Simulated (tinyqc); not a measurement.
Floating body of a partially depleted SOI transistor: body voltage and kink: two steps of the calculation.

Source at 0 V. Channel current Ic = 2 nf K Vt^2 [F(0) - F(Vd)](1 + la Vd), F(V) = ln^2(1 + exp((Vg - VT - nf V)/(2 nf Vt))), VT = VT0 - gb Vb. Saturation voltage Vs = 2 Vt sqrt(F(0)) + 3 Vt, excess Ve = (Vd - Vs + sqrt((Vd - Vs)^2 + 0.0004 V^2))/2, multiplication M1 = Ai Ve exp(-Bl/Ve). Each junction passes D(v) = J1 (exp(v/Vt) - 1) + J2 (exp(v/(2 Vt)) - 1). Bipolar current Ib = bb J1 (exp(Vb/Vt) - 1). The body settles where M1 (Ic + Ib) = D(Vb) + D(Vb - Vd) + Vb/Rb; drain current Id = (1 + M1)(Ic + Ib) - D(Vb - Vd).

Inputs (values chosen for the exercise); values of the order met in partially depleted silicon-on-insulator transistors: temperature T = 358 K; threshold at zero body voltage VT0 = 0.47 V; fall of the threshold per volt of body voltage gb = 0.23; slope factor nf = 1.16; gain factor per width K = 200 uA/(V^2 um); channel-length modulation factor la = 0.09 1/V; impact-ionisation prefactor Ai = 2.46 1/V; impact-ionisation voltage Bl = 8.6 V; diffusion saturation current of each junction J1 = 6.9e-10 uA/um; recombination saturation current of each junction J2 = 1.1e-7 uA/um; gain of the lateral bipolar transistor on the diffusion current bb = 0.5; resistance of a weak body tie to the source (1e9 stands for no tie, and the term is then dropped) Rb = 1e9 kohm um; gate voltage Vg = 1.03 V; drain voltage Vd = 1.4 V.

Constants: q = 1.602176634e-19 C, kB = 1.380649e-23 J/K, Vt = kB T/q. Results are converted to the units shown.

Question 1. New Vb. Current into the body I_in = M1 (Ic + Ib) - D(Vb - Vd), current out I_out = D(Vb) + Vb/Rb; f = ln(I_in/I_out), s = df/dVb by central differences over 1e-5 V, Vb(new) = Vb - f/s.

Vb after iteration 1 = 0.42400586 V

Find: Ic; Ve; M1; I_in; I_out; f; s; Vb after iteration 2.

Answer 1.

Ic = 41.97 uA/um
Ve = 0.7407 V
M1 = 1.654e-5
I_in = 6.942e-4 uA/um
I_out = 7.485e-4 uA/um
f = -0.07525
s = -32.80 1/V
Vb after iteration 2 = 0.4217 V

Question 2. Drain current with floating and with grounded body. Id and VT at the converged Vb, Id at Vb = 0, their ratio, and the bipolar share Ib/(Ic + Ib).

converged Vb = 0.42170852 V

Find: VT; Id, floating; Id, grounded; ratio; bipolar share.

Answer 2.

VT = 0.37301 V
Id, floating = 41.901 uA/um
Id, grounded = 30.446 uA/um
ratio = 1.3762
bipolar share = 7.1161e-4 %

The body rises to 0.422 V and lowers the threshold by 97.0 mV.

Range of the model: The multiplication law is an empirical form chosen for the exercise; self-heating and capacitive coupling to the body are left out, and the linear laws are rough once Vb passes about 0.7 V or M1 about 0.1.

tinyqc, about 0.2 s, one thread, Intel Xeon 2.30GHz (shared host): `OMP_NUM_THREADS=1 python tinyqc.py 2182029 2182030 out.jsonl`
